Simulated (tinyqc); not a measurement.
Comparisons within one model: fitting sp3s* parameters to three gaps by Newton steps. A value that a table varies takes the place of the one given here.

sp3s* tight binding, nearest neighbours only: anion (a) at 0, cation (c) at a/4 (1,1,1), orbitals s, px, py, pz, s* on each; k in units of 2 pi/a. With phases e_j = exp(i (pi/2) k.n_j) for n = (1,1,1), (1,-1,-1), (-1,1,-1), (-1,-1,1): g0 = (e1+e2+e3+e4)/4, g1 = (e1+e2-e3-e4)/4, g2 = (e1-e2+e3-e4)/4, g3 = (e1-e2-e3+e4)/4. The diagonal holds the levels Esa, Epa, Exa (s*) and Esc, Epc, Exc. Anion-cation block: <sa|sc> = Vss g0; <sa|xc> = Vsapc g1; <xa|sc> = -Vscpa g1; <xa|xc> = Vxx g0; <xa|yc> = <ya|xc> = Vxy g3, <xa|zc> = <za|xc> = Vxy g2, <ya|zc> = <za|yc> = Vxy g1; <s*a|xc> = Vxapc g1; <xa|s*c> = -Vpaxc g1; y and z take g2 and g3 in place of g1; s-s* and s*-s* vanish.

Gaps are level 5 at Gamma, X = (1,0,0) and L = (1/2,1/2,1/2) less level 4 at Gamma; no spin-orbit coupling. Free parameters: Esc, Vxapc and Vpaxc. H is linear in them, so by Hellmann-Feynman J_ij = <u|dH/dp_j|u> for level 5 at point i less the same for level 4 at Gamma. Newton: p(new) = p + J^-1 (target - gaps); stop when all misses are below 1e-7 eV.

Constants: hbar^2/2m0 = 3.80998211 eV angstrom^2.

Parameters, chosen for this exercise (out of a larger set: near a published set for GaP, fitted to gaps, whose masses and valley positions are rough; not measured data):
- p = (-8.139, 1.119, -2.174, 4.087, 8.571, 7.201, -7.413, 2.157, 5.185, 4.281, 6.309, 4.642, 5.082) eV (start, order Esa, Epa, Esc, Epc, Exa, Exc, Vss, Vxx, Vxy, Vsapc, Vscpa, Vxapc, Vpaxc)
- tg = (2.9642, 2.2713, 2.4285) eV (target gaps at Gamma, X, L)
- a = 5.453 angstrom (lattice constant)

## Equal gaps, different models

The same three targets are met with other triples of free parameters (those for which Newton converges within 3 eV of the start). Not fitted: level 5 at K = (3/4,3/4,0) above Ev, the spacing of levels 6 and 5 at X, the depth of level 2 at X below Ev, the valence width at Gamma, and the mass c q^2/(E(q) - E(0)) of level 5 along [100], q = 0.002 (2 pi/a), c = hbar^2/2m0.

Unfitted results:

| free parameters | largest change (eV) | K (eV) | X spacing (eV) | level 2 at X (eV) | valence width (eV) | mass (m0) |
|---|---|---|---|---|---|---|
| start | 0.000 | 2.390 | 0.553 | 7.733 | 13.132 | 0.2533 |
| Vss, Vxapc, Vpaxc | 0.530 | 2.305 | 0.984 | 7.592 | 13.247 | 0.2710 |
| Esc, Vxapc, Vpaxc | 0.167 | 2.305 | 0.790 | 7.613 | 13.080 | 0.2670 |
| Vss, Vsapc, Vpaxc | 1.282 | 2.306 | 1.465 | 7.419 | 13.247 | 0.2808 |
| Esa, Vxapc, Vscpa | 0.361 | 2.304 | 0.723 | 7.831 | 12.885 | 0.2612 |
| Vss, Exa, Exc | 1.224 | 2.305 | 1.059 | 7.679 | 13.247 | 0.2710 |
| Esc, Vsapc, Exc | 1.865 | 2.305 | 1.310 | 7.563 | 13.080 | 0.2766 |

All fitted rows have the same three gaps, yet they spread by 1 meV at K, 742 meV in the X spacing, 412 meV in level 2 at X, 361 meV in the valence width and 7.2 % in the mass. The smallest change of parameters, 0.167 eV, is that of Esc, Vxapc, Vpaxc. A fit fixes what it was given and leaves the rest to the choice of free parameters.

## How errors in the targets pass to the parameters

J:
```
           Esc     Vxapc     Vpaxc
Gamma  0.68663   0.00000   0.00000
X      0.00000  -0.86673   0.00000
L      0.37687  -0.28367  -0.09471
```

The gaps at Gamma, X and L of an sp3s* model are fitted with Esc, Vxapc and Vpaxc; J holds the derivatives of the gaps by these parameters at the start. The change of each parameter for +10 meV on one target is 10 J^-1, in meV.

Shifts (meV):

| target raised | Esc | Vxapc | Vpaxc |
|---|---|---|---|
| Gamma | 14.6 | 0.0 | 58.0 |
| X | 0.0 | -11.5 | 34.6 |
| L | 0.0 | 0.0 | -105.6 |

root sum of squares (meV): Esc 14.6, Vxapc 11.5, Vpaxc 125.3

Independent errors of 10 meV leave Vpaxc least certain (125 meV) and Vxapc best fixed (11.5 meV). The largest single entry, 106 meV, comes from the target at L.

Run: tinyqc, `OMP_NUM_THREADS=1 python tinyqc.py 1481030 1481031 out.jsonl`; Intel(R) Xeon(R) Processor @ 2.30GHz, one thread, shared host; about 0.3 s of CPU time with all checks.
